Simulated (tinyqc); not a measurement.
Bending a trimer: Stillinger-Weber potential for a tetrahedral semiconductor. Computed by tinyqc, a small Python program. Command: `OMP_NUM_THREADS=1 python tinyqc.py 3022799 3022800 out.jsonl swsi sweep`. One thread of a shared host (Intel(R) Xeon(R) Processor @ 2.30GHz), about 0.05 s of CPU time with the checks.

With x = r/sigma: pair term eps A (B x^-4 - 1) exp(1/(x - a)); for each pair of neighbours j, k of atom i, three-body term eps lambda exp(gamma/(x_ij - a) + gamma/(x_ik - a)) (cos theta_jik + 1/3)^2; both vanish beyond x = a. A = 7.049556277, B = 0.6022245584, a = 1.8.

Inputs (values chosen for the exercise, modelled on silicon): energy scale eps = 2.103 eV; length scale sigma = 2.092 angstrom; three-body strength lambda = 20.8; gamma = 1.3; bond 1 of the trimer = 2.53 angstrom; bond 2 of the trimer = 2.3 angstrom.

Method. Atom 1 binds atoms 2 and 3 at the angle theta; the third side follows from the cosine rule. Sum the three pair terms and the three-body terms centred on each atom.

One run for each value; columns: (1) angle of the trimer theta (degrees); (2) energy of the trimer (eV); (3) three-body term at atom 1 (eV); (4) distance 2-3 (angstrom):
```
(1)      (2)         (3)     (4)
60   -4.5589  5.2572e-01  2.4232
70   -4.5438  3.4529e-01  2.7768
80   -4.2176  1.9458e-01  3.1097
90   -3.9936  8.4115e-02  3.4192
100  -4.0309  1.9304e-02  3.7029
110  -4.0501  5.7127e-05  3.9587
120  -4.0292  2.1029e-02  4.1845
140  -3.9084  1.4175e-01  4.5394
180  -3.7137  3.3646e-01  4.8300
```

Give the missing row, angle of the trimer theta (degrees) = 160.

Computed row; columns: (1) angle of the trimer theta (degrees); (2) energy of the trimer (eV); (3) three-body term at atom 1 (eV); (4) distance 2-3 (angstrom):
```
(1)      (2)         (3)     (4)
160  -3.7718  2.7834e-01  4.7568
```

Interpolating between the two neighbouring rows (linearly) misses most in three-body term at atom 1 (eV), by 14 %. Over the rows, energy of the trimer (eV) lies between -4.56 and -3.71 without a single trend; three-body term at atom 1 (eV) goes from 0.526 through a minimum among these rows, 5.71e-5 at 110, to 0.336. The term at atom 1 vanishes at the tetrahedral angle, 109.47 degrees. At the smallest angles a third bond forms between atoms 2 and 3.

Extremes, crossings and ranges named in words are read from the listed rows.
